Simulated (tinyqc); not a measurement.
# Specific resistance of a metal-semiconductor contact and its transmission-line measurement, step by step

A worked calculation. Computed by tinyqc, a small Python program that keeps every step. Command: `OMP_NUM_THREADS=1 python tinyqc.py 3003285 3003286 out.jsonl contact walk`. One thread of a shared host (Intel(R) Xeon(R) Processor @ 2.30GHz), about 0.01 s of CPU time with the checks. Intermediate numbers are printed to about 6 digits and carried at full precision; extremes and crossings named in words are read from the listed rows.

The barrier is parabolic (depletion approximation), energies E are normal energies counted from the band edge in the neutral semiconductor (downwards for holes), and the bias is zero. xi is an input, held fixed when other inputs move.

Inputs (values chosen for the exercise, modelled on n-type GaAs):
```
quantity,value,unit
tunnelling mass m,0.069,m_0
permittivity eps,12.9,-
Richardson constant A*,8.07,A/(cm^2 K^2)
barrier height phi_B,0.8,eV
doping N,1.6e+19,1/cm^3
"Fermi level above the band edge in the bulk, xi",0.29,eV
temperature T,200,K
sheet resistance R_sh,22,ohm
contact length d,0.095,micrometre
contact width W,0.069,micrometre
```

Image-force lowering: included.

Constants: hbar = 1.054571817e-34 J s; eps_0 = 8.8541878128e-12 F/m; m_0 = 9.1093837015e-31 kg; k_B = 8.617333262e-05 eV/K; e = 1.602176634e-19 C.

## Tunnelling energy and barrier

E_00 = (e hbar/2) sqrt(N/(eps eps_0 m)); band bending E_b = phi_B + xi; depletion width w = sqrt(2 eps eps_0 E_b/(e^2 N)). Image lowering d_phi = (e^3 N E_b/(8 pi^2 (eps eps_0)^3))^(1/4) (E_b in volts), and E_b - d_phi replaces E_b everywhere except in w.

E_00 = 78.7169 meV

E_00/k_B T = 4.56736

depletion width = 9.85558 nm

barrier used, above the bulk band edge = 0.932867 eV

By the usual rule this is thermionic-field emission (0.5 to 5 k_B T).

## Transmission and supply

WKB transmission for E < E_b, with a = E/E_b: D = exp{-(E_b/E_00) [sqrt(1 - a) - a ln((1 + sqrt(1 - a))/sqrt(a))]}; D = 1 above. f = 1/(1 + exp((E - xi)/k_B T)).

E, D, f and D f at E/E_b = 0.05, 0.15, 0.3, 0.45, 0.6, 0.75, 0.9, 0.98:
```
E/E_b,E (eV),D,f,D f
0.05,0.046643,3.50017e-05,9.99999e-01,3.50017e-05
0.15,0.139930,3.10167e-04,9.99835e-01,3.10116e-04
0.30,0.279860,3.64816e-03,6.42986e-01,2.34571e-03
0.45,0.419790,2.47012e-02,5.36046e-04,1.32410e-05
0.60,0.559720,1.11439e-01,1.59718e-07,1.77989e-08
0.75,0.699650,3.52353e-01,4.75634e-11,1.67591e-11
0.90,0.839580,7.74868e-01,1.41642e-14,1.09754e-14
0.98,0.914209,9.77813e-01,1.86473e-16,1.82336e-16
```

Among these points D f is largest at E/E_b = 0.3; for a non-degenerate tail the peak lies at E/E_b = 1/cosh^2(E_00/k_B T) = 0.000, but it cannot fall far below the Fermi level.

## Specific contact resistance

At zero bias 1/rho_c = (e A*/k_B^2) int D(E) f(E) dE, f = 1/(1 + exp((E - xi)/k_B T)); 200 Gauss-Legendre points from 0 to E_b, and k_B T ln(1 + exp((xi - E_b)/k_B T)) for the part above the barrier; the share of tunnelling is the part below.

specific contact resistance rho_c = 3.21941e-06 ohm cm^2

share of tunnelling = 100 %

rho_c by thermionic emission alone = 8.45275e+08 ohm cm^2

Tunnelling lowers rho_c by a factor 2.63e14. The field-emission exponent (E_b - xi)/E_00 is 8.2, the thermionic one (E_b - xi)/k_B T is 37.3.

## Current crowding

Transmission-line model: transfer length L_T = sqrt(rho_c/R_sh); R_c = (R_sh L_T/W) coth(d/L_T). Limits: rho_c/(W d) for d << L_T, sqrt(rho_c R_sh)/W for d >> L_T.

transfer length L_T = 3.82540 micrometre

d/L_T = 0.0248340

contact resistance R_c = 49123.8 ohm

R_c W = 3389.55 ohm micrometre

short-contact limit = 49113.7 ohm

long-contact limit = 1219.69 ohm

The contact is short: the whole area carries current, and R_c scales as 1/d.

## A transmission-line measurement read back

Transmission-line model: transfer length L_T = sqrt(rho_c/R_sh); R_c = (R_sh L_T/W) coth(d/L_T). Two contacts a gap s apart give R = 2 R_c + R_sh s/W. A straight-line fit gives R_sh from the slope and R_c from the intercept; the simple reading takes L_x = R_c W/R_sh as the transfer length and rho_c = R_sh L_x^2.

Resistances:
```
gap s (micrometre),R (ohm)
150,146074
310,197088
620,295929
1200,480856
2500,895349
```

L_x = 154.070 micrometre

rho_c by the simple reading = 0.00522228 ohm cm^2

simple reading over true value = 1622.13

The simple reading is 1620 times too high, the factor coth^2(d/L_T): it holds only for d above about 2 L_T.

Checks made by the program: closed WKB exponent against numerical integration over the parabolic barrier (relative difference below 1e-10).
